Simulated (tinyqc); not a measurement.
Hydrogenic impurity: series, fields, screening, photoionisation and donor-acceptor pairs: one step, computed by the program tinyqc. Command: `OMP_NUM_THREADS=1 python tinyqc.py 3024178 3024179 out.jsonl hydrogenic walk`. One thread of a shared host (Intel(R) Xeon(R) Processor @ 2.30GHz), about 0.01 s of CPU time with the checks.

One isotropic, parabolic band. Effective units: Ry* and a*, in which H = -nabla^2 - 2/r.

Question. Effective units and the series. Ry* = Ry m/eps^2, a* = a_0 eps/m; level n is bound by Ry*/n^2; <r> = (3/2) a* in 1s; lines 1s -> np at Ry* (1 - 1/n^2); 1 THz = 4.135667696 meV.

Inputs (values chosen for the exercise, modelled on GaN): electron mass m = 0.197 m_0; dielectric constant eps = 9.69.

Parts treated: magnetic field and photoionisation.

Constants: Ry = 13.605693123 eV; a_0 = 0.529177210903 angstrom; h x 1 THz = 4.135667696 meV.

Give: Ry*; a*; <r> of 1s; Series.

Answer.

Ry* = 28.55 meV

a* = 26.03 angstrom

<r> of 1s = 39.04 angstrom

Series:
```
n  binding (meV)  line from 1s (meV)  line (THz)
2          7.136               21.41       5.177
3          3.172               25.37       6.135
4          1.784               26.76       6.471
5          1.142               27.40       6.626
```
